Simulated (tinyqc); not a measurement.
Transistor under a ferroelectric capacitor (negative capacitance), static model: one step of the calculation.

A ferroelectric film of thickness tf lies between the gate and an inner metal at potential v, which drives an ordinary transistor. One domain, P = Q (background permittivity neglected): Vg = v + tf (2 al Q + 4 be Q^3), al = -3 sqrt(3) Ec/(4 Pr), be = 3 sqrt(3) Ec/(8 Pr^3). Gate charge Q(v) = Qi + Cp v with the channel charge Qi = Cox n Vt ln(1 + exp((v - VT)/(n Vt))). Q in uC/cm^2, E in kV/cm; 1 nm times 1 kV/cm is 1e-4 V. Domains, leakage and the switching time are left out.

Problem. Landau coefficients and capacitance at zero charge. al = -3 sqrt(3) Ec/(4 Pr), be = 3 sqrt(3) Ec/(8 Pr^3); C_FE(0) = 1/(2 al tf); far below threshold the gain is 1/(1 + 2 al tf Cp) near Q = 0 and the swing n Vt ln 10/gain.

Parameters, values chosen for the exercise; Pr and Ec close to those of hafnium oxide based films:

| symbol | value | unit | meaning |
|---|---|---|---|
| T | 300 | K | temperature |
| Pr | 11 | uC/cm^2 | remanent polarisation |
| Ec | 800 | kV/cm | coercive field |
| Cp | 0.78 | uF/cm^2 | overlap capacitance per gate area |
| n | 1.32 |  | subthreshold factor of the inner transistor |
| tf | 5.1 | nm | ferroelectric thickness |

Constants: q = 1.602176634e-19 C, kB = 1.380649e-23 J/K, Vt = kB T/q. Results are converted to the units shown.

Wanted: al; be; C_FE(0); gain near Q = 0; swing.

Solution.

al = -94.48 kV cm/uC
be = 0.3904 kV cm^5/uC^3
C_FE(0) = -10.38 uF/cm^2
gain near Q = 0 = 1.081
swing = 72.67 mV/decade

Program tinyqc, `OMP_NUM_THREADS=1 python tinyqc.py 2860029 2860030 out.jsonl`; Intel Xeon 2.30GHz, shared host, one thread, about 0.02 s.
